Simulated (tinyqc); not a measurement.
# Resistance of a source-drain extension with a graded tip: abruptness at a fixed junction position

y runs along the channel, the gate covers y > 0. The doping is N0 for y < y0 and N0 10^(-(y - y0)/la) beyond, uniform over the depth xj. Sheet conductance s(y) = q mu(N) max(N - Nch, 0) xj + (for y > 0) ma Cox Vo, with mu(N) = u0 + (u1 - u0)/(1 + (N/Nr)^au) and Cox = eps0 eox/tox. Current is taken as one-dimensional; depletion of the tip, spreading and the contact are left out. The metallurgical junction lies at yj, where N = Nch.

R_spacer = integral of dy/s from -Ls to 0, R_ov from 0 to yj, R_channel = (Lg - 2 yj)/(ma Cox Vo), R_total = 2 R_spacer + 2 R_ov + R_channel. Electrical length L_eff = ma Cox dR_total/d(1/Vo); R_series = R_total - L_eff/(ma Cox Vo). y0 is moved with la so that yj stays at 8.5747 nm.

Values chosen for this exercise; mobility law close to that of holes in silicon:

| symbol | value | unit | meaning |
|---|---|---|---|
| eox | 3.9 |  | relative permittivity of the gate insulator (close to silicon dioxide) |
| tox | 3.7 | nm | insulator thickness |
| N0 | 2.6e20 | cm^-3 | active doping of the extension far from the gate |
| xj | 11 | nm | depth of the extension |
| Nch | 5.9e17 | cm^-3 | channel doping |
| Ls | 11 | nm | spacer length |
| Vo | 0.6 | V | gate overdrive |
| ma | 76 | cm^2/(V s) | mobility of the gate-induced layer |
| u1 | 470.5 | cm^2/(V s) | mobility at low doping |
| u0 | 44.9 | cm^2/(V s) | mobility at high doping |
| Nr | 2.23e17 | cm^-3 | reference doping |
| au | 0.719 |  | exponent |
| Lg | 45 | nm | gate length |

Constants: q = 1.602176634e-19 C, eps0 = 8.8541878128e-14 F/cm where lengths are in cm. Results are converted to the units shown.

The same in every row: yj (nm) = 8.575; R_channel (ohm um) = 654.4.

Results:
```
la (nm/decade),R_spacer (ohm um),R_ov (ohm um),R_total (ohm um),L_eff (nm),R_series (ohm um)
1,5.061,22.62,709.8,28.81,32.86
1.8,5.061,37.62,739.8,29.57,44.97
2.6,5.061,52.62,769.8,30.33,57.09
3.4,5.090,67.59,799.8,31.09,69.21
5,9.755,93.39,860.7,32.58,95.21
5.8,15.69,103.4,892.6,33.27,110.9
6.6,24.09,111.8,926.2,33.91,129.4
```

Estimate the missing row, la = 4.2 nm/decade.

Computed row:
```
la (nm/decade),R_spacer (ohm um),R_ov (ohm um),R_total (ohm um),L_eff (nm),R_series (ohm um)
4.2,6.308,81.45,829.9,31.85,81.64
```

With this row back in the table: As la goes from 1 to 6.6 nm/decade, R_total rises from 710 to 926 ohm um, R_spacer rises from 5.06 to 24.1 ohm um and R_ov rises from 22.6 to 112 ohm um. R_total changes on average by 38.6 ohm um for each nm/decade. L_eff exceeds the metallurgical length by 0.958 nm in the first row and 6.06 nm in the last, since the gate also controls the lightly doped tips.

Numbers from tinyqc (`OMP_NUM_THREADS=1 python tinyqc.py 2282023 2282024 out.jsonl`; about 0.04 s on one thread of a shared Intel Xeon 2.30GHz).
